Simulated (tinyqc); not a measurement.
Implanted layer, carriers, mobility and sheet resistance: two steps of the calculation.

An n-type layer from the surface x = 0 to the junction xj, N(x) = N0 exp(-(x - Rp)^2/(2 sg^2)). Local neutrality (no depletion at surface or junction, no spilling of carriers), intrinsic carriers neglected, full ionisation of active dopants.

Values chosen for this exercise; values close to those of phosphorus in silicon over a p-type background: temperature T = 300 K; background doping of the opposite type Nb = 7.2e14 cm^-3; peak chemical concentration N0 = 9.1e18 cm^-3; mobility limit at high doping m1 = 68.7 cm^2/(V s); mobility limit at low doping, at 300 K m2 = 1400 cm^2/(V s); reference doping of the mobility law Nr = 9.24e16 cm^-3; exponent of the mobility law am = 0.729; temperature exponent of m2 bt = 1.9; solubility limit of active dopant Ns = 4.05e20 cm^-3; straggle after annealing sg = 53 nm; projected range Rp = 82 nm.

Constants: q = 1.602176634e-19 C. Results are converted to the units shown.

Problem 1. Junction depth and local values. xj = Rp + sg sqrt(2 ln(N0/Nb)); 10 equal steps from 0 to xj. Active dopant A = min(N, Ns); n = A - Nb; mobility mu = m1 + (m2 (T/300 K)^(-bt) - m1)/(1 + ((A + Nb)/Nr)^am).

Wanted: xj; x; N; A; n; mu.

Solution 1.

xj = 312.35 nm

```
point  x (nm)  N (cm^-3)  A (cm^-3)  n (1e18 cm^-3)  mu (cm^2/(V s))
0        0.00  2.7495e18  2.7495e18          2.7487           172.17
1       31.23  5.7520e18  5.7520e18          5.7513           131.14
2       62.47  8.5026e18  8.5026e18          8.5019           116.21
3       93.70  8.8808e18  8.8808e18          8.8801           114.78
4      124.94  6.5541e18  6.5541e18          6.5534           125.71
5      156.17  3.4178e18  3.4178e18          3.4170           158.02
6      187.41  1.2593e18  1.2593e18          1.2586           241.21
7      218.64  3.2786e17  3.2786e17          0.3271           446.75
8      249.88  6.0312e16  6.0312e16          0.0596           834.22
9      281.11  7.8395e15  7.8395e15          0.0071           1200.3
10     312.35  7.2000e14  7.2000e14          0.0000           1338.9
```

The mobility runs from 115 to 1340 cm^2/(V s).

Problem 2. Sheet quantities by the trapezoid rule. Dose = integral of N, carrier sheet density = integral of n, 1/Rs = q integral of n mu, mean mobility 1/(q Rs sheet density), Hall mobility (unit Hall factor) = integral of n mu^2 over integral of n mu, Hall sheet density = (integral of n mu)^2/integral of n mu^2; all from 0 to xj.

```
point     x (nm)     N (cm^-3)  n (1e18 cm^-3)  mu (cm^2/(V s))
0        0.00000  2.7494673e18       2.7487473        172.17078
1       31.23462  5.7520038e18       5.7512838        131.13697
2       62.46925  8.5026386e18       8.5019186        116.21130
3       93.70387  8.8808028e18       8.8800828        114.77923
4      124.93850  6.5541245e18       6.5534045        125.71228
5      156.17312  3.4177564e18       3.4170364        158.01555
6      187.40774  1.2593066e18       1.2585866        241.20603
7      218.64237  3.2785801e17       0.3271380        446.75185
8      249.87699  6.0312048e16       0.0595920        834.21564
9      281.11162  7.8394629e15       0.0071195        1200.2634
10     312.34624        7.2e14       0.0000000        1338.8594
```

Give: dose; carrier sheet density; Rs; mean mobility; Hall mobility; Hall sheet density.

Solution 2.

dose = 1.1287e14 cm^-2
carrier sheet density = 1.1285e14 cm^-2
Rs = 410.33 ohm/square
mean mobility = 134.79 cm^2/(V s)
Hall mobility = 154.13 cm^2/(V s)
Hall sheet density = 9.8690e13 cm^-2

Carriers make up 100 % of the dose. A Hall measurement weights the mobile tail, so its sheet density is 13 % below the true one.

Numbers from tinyqc (`OMP_NUM_THREADS=1 python tinyqc.py 2110052 2110053 out.jsonl`; about 0.01 s on one thread of a shared Intel Xeon 2.30GHz).
